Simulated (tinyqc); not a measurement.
# Read current of a NAND string, cells in series solved by shooting: two studies

Cells in series, numbered from 0 at the source line (0 V) to the bit line, each followed by a gap resistance Rg. A cell with gate Vg, threshold VT, source Vs and drain Vd passes I = 2 nf K Vt^2 [F(Vs) - F(Vd)]/(1 + th max(Vg - VT, 0)), F(V) = ln^2(1 + exp((Vg - VT - nf V)/(2 nf Vt))). The selected cell has Vg = Vr, the others Vg = Vp.

Values chosen for this exercise; values of the order met in vertical NAND strings:
- T = 300 K (temperature)
- K = 7.9 uA/V^2 (gain factor of a cell)
- nf = 1.9 (slope factor)
- th = 0.08 1/V (mobility reduction factor)
- Rg = 3.6 kohm (resistance of the gap between cells)
- Vbl = 0.3 V (bit-line voltage)
- Vp = 5.6 V (pass voltage)
- Ve = -1.1 V (threshold of an erased cell)
- Vh = 3.6 V (threshold of the highest state)
- Vx = 2 V (threshold of the selected cell)
- Is = 10 nA (sensing current)
- Vr = 2.96 V (read voltage on the selected word line)

Constants: q = 1.602176634e-19 C, kB = 1.380649e-23 J/K, Vt = kB T/q. Results are converted to the units shown.

Each table varies one quantity; the others keep the values above.

## Read current against the number of cells

For a trial current I start at 0 V and, cell by cell, solve for the drain: sqrt(F(Vd)) = sqrt(F(Vs) - I/k), k = 2 nf K Vt^2/(1 + th max(Vg - VT, 0)), Vd = [Vg - VT - 2 nf Vt ln(exp(sqrt F) - 1)]/nf, then add I Rg. The string current is the I for which the last node reaches Vbl. The apparent threshold is the Vr at which I = Is. Background: all other cells erased (VT = Ve) or all in the highest state (VT = Vh); ratio and shift are high over erased and high minus erased. The selected cell is in the middle, cell n/2.

Read current against the number of cells:
columns A: n; B: I, others erased (uA); C: I, others high (uA); D: ratio; E: apparent VT, erased (V); F: apparent VT, high (V); G: background shift (mV)
```
A          B        C       D      E      F      G
8     0.6709   0.3608  0.5378  2.005  2.008  3.401
16    0.4189   0.1945  0.4642  2.008  2.014  6.818
32    0.2386   0.1010  0.4234  2.013  2.026  13.70
64    0.1281  0.05151  0.4020  2.022  2.050  27.66
96   0.08756  0.03456  0.3947  2.032  2.074  41.91
128  0.06650  0.02600  0.3910  2.043  2.099  56.48
192  0.04490  0.01739  0.3874  2.063  2.150  87.21
```

With erased neighbours the current falls from 0.671 to 0.0449 uA, as n^(-0.68) between the first two rows and n^(-0.97) between the last two (-1 once the series resistance rules). The ratio falls from 0.538 to 0.387 and the background shift rises from 3.40 to 87.2 mV.

## Effect of the bit-line voltage

Same model as above.

The string has 64 cells and the selected one is cell 32.

Result of one run:
columns A: Vbl (V); B: I, others erased (uA); C: I, others high (uA); D: ratio; E: apparent VT, erased (V); F: apparent VT, high (V); G: background shift (mV)
```
A         B        C       D      E      F      G
0.7  0.2592  0.09303  0.3590  2.022  2.050  27.65
```

What becomes of these results when the bit-line voltage Vbl is changed from 0.7 to 0.4 V, all else the same?

Result of the changed run:
columns A: Vbl (V); B: I, others erased (uA); C: I, others high (uA); D: ratio; E: apparent VT, erased (V); F: apparent VT, high (V); G: background shift (mV)
```
A         B        C       D      E      F      G
0.4  0.1665  0.06483  0.3893  2.022  2.050  27.65
```

The whole series:
columns A: Vbl (V); B: I, others erased (uA); C: I, others high (uA); D: ratio; E: apparent VT, erased (V); F: apparent VT, high (V); G: background shift (mV)
```
A          B        C       D      E      F      G
0.1  0.04459  0.01907  0.4277  2.028  2.069  40.68
0.2  0.08737  0.03625  0.4148  2.023  2.051  28.00
0.3   0.1281  0.05151  0.4020  2.022  2.050  27.66
0.4   0.1665  0.06483  0.3893  2.022  2.050  27.65
0.5   0.2020  0.07619  0.3772  2.022  2.050  27.65
0.6   0.2335  0.08559  0.3666  2.022  2.050  27.65
0.7   0.2592  0.09303  0.3590  2.022  2.050  27.65
0.8   0.2755  0.09853  0.3577  2.022  2.050  27.65
```

As Vbl goes from 0.1 to 0.8 V, the current with erased neighbours rises from 0.0446 to 0.275 uA, that with high neighbours rises from 0.0191 to 0.0985 uA and the ratio falls from 0.428 to 0.358. The background shift falls from 40.7 to 27.7 mV.

tinyqc, about 0.6 s, one thread, Intel Xeon 2.30GHz (shared host): `OMP_NUM_THREADS=1 python tinyqc.py 2142113 2142114 out.jsonl`
